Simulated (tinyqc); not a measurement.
Changing the evaporation rate at 1000 rpm e0: spin coating of a resist or spin-on film: centrifugal thinning, evaporation and the final thickness (Emslie and Meyerhofer models). Computed by tinyqc, a small Python program. Command: `OMP_NUM_THREADS=1 python tinyqc.py 3110916 3110917 out.jsonl spincoat sweep`. One thread of a shared host (Intel(R) Xeon(R) Processor @ 2.30GHz), about 0.3 s of CPU time with the checks.

A Newtonian film stays uniform over the wafer; solvent and solids have the same density and the concentration is uniform through the thickness.

Inputs (values chosen for the exercise, of the order of those of a polymer resist in an ester solvent):

| quantity | value | unit |
|---|---|---|
| solids volume fraction c0 | 0.18 | - |
| kinematic viscosity of the solvent nu_s | 0.79 | mm^2/s |
| viscosity constant k | 3400 | mm^2/s |
| viscosity exponent gamma | 3.4 | - |
| spin speed f | 2000 | rpm |
| starting thickness h0 | 500 | micrometre |
| wafer radius R | 150 | mm |
| shrinkage in the bake | 10 | % |

Method:
- omega = 2 pi f/60; nu(c) = nu_s + k c^gamma; evaporation rate e = e0 sqrt(f/1000 rpm).
- Flow constant K = 2 omega^2/(3 nu(c0)); Reynolds number of the air omega R^2/nu_air with nu_air = 15 mm^2/s.
- Meyerhofer estimate: flow rules until (1 - c0) K h^3 = e, then evaporation alone: h_w = (e/((1 - c0) K))^(1/3), dry film c0 h_w.
- Full model for solids s and liquid l per area, h = s + l, c = s/h: ds/dt = -c Q, dl/dt = -(1 - c) Q - e, Q = 2 omega^2 h^3/(3 nu(c)); integrated adaptively (relative tolerance 1e-9) until l = 0.
- Dry film = s at l = 0, before the bake; film after the bake = s x (1 - shrinkage).

One run for each value:

| evaporation rate at 1000 rpm e0 (micrometre/s) | dry film (nm) | time to dry (s) | wet thickness h_w (micrometre) |
|---|---|---|---|
| 0.010 | 398 | 145.3 | 1.85 |
| 0.021 | 510 | 88.6 | 2.37 |
| 0.045 | 658 | 53.3 | 3.06 |
| 0.097 | 849 | 31.9 | 3.95 |
| 0.210 | 1099 | 19.1 | 5.11 |
| 0.440 | 1406 | 11.7 | 6.54 |
| 0.940 | 1811 | 7.0 | 8.42 |
| 2.000 | 2329 | 4.2 | 10.83 |

Over the rows, dry film (nm) rises from 398 to 2330 (exponent d ln y / d ln x about 0.33 throughout); time to dry (s) falls from 145 to 4.25 (exponent d ln y / d ln x about -0.67 throughout); wet thickness h_w (micrometre) rises from 1.85 to 10.8 (exponent d ln y / d ln x about 0.33 throughout). The exponent of dry film stays at 0.33: the cube root of the evaporation rate.

Caution (all rows): above a Reynolds number of about 3e5 the air flow near the rim turns turbulent, and evaporation is no longer uniform.
